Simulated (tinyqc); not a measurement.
Thermal boundary conductance by the acoustic and diffuse mismatch models: one step, computed by the program tinyqc. Command: `OMP_NUM_THREADS=1 python tinyqc.py 3023751 3023752 out.jsonl kapitza walk`. One thread of a shared host (Intel(R) Xeon(R) Processor @ 2.30GHz), about 0.01 s of CPU time with the checks.

Each side has one longitudinal and two transverse Debye branches, omega = v q up to q_D = (6 pi^2 n)^(1/3), with n counting all atoms. Scattering at the interface is elastic. Electrons are left out of G, also for metals. Melting is ignored. G refers to the temperatures of the phonons sent towards the interface. Linear branches over all atoms overstate G at high T, most for crystals with several atoms a cell.

Question. Cross-plane conductivity of the superlattice. kappa_eff = (d_1 + d_2)/(d_1/kappa_1 + d_2/kappa_2 + 2 R), two interfaces a period, with bulk conductivities in the layers; the gradient is J/kappa_eff.

Inputs (values chosen for the exercise, modelled on aluminium nitride (side 1) and tungsten (side 2)):

| quantity | value | unit |
|---|---|---|
| conductivity kappa_1 | 308 | W/(m K) |
| conductivity kappa_2 | 166 | W/(m K) |
| temperature T | 500 | K |
| thickness d_1 | 1400 | nm |
| thickness d_2 | 160 | nm |
| heat flux J | 5.3 | kW/cm^2 |

Structure: superlattice.

boundary resistance R = 1.260172 m^2 K/GW

Give: kappa_eff; kappa_eff without interfaces; interface share of the resistance; temperature gradient.

Answer.

kappa_eff = 194.3 W/(m K)

kappa_eff without interfaces = 283.2 W/(m K)

interface share of the resistance = 0.3139

temperature gradient = 0.2728 K/micrometre

Layers and interfaces share the resistance. Caution: at this temperature short waves carry the heat; linear branches up to q_D overstate their velocity, and inelastic processes, left out here, grow with T. Caution: R from emitted-phonon temperatures is too large for use in series with Fourier layers, by up to a factor of about 2.
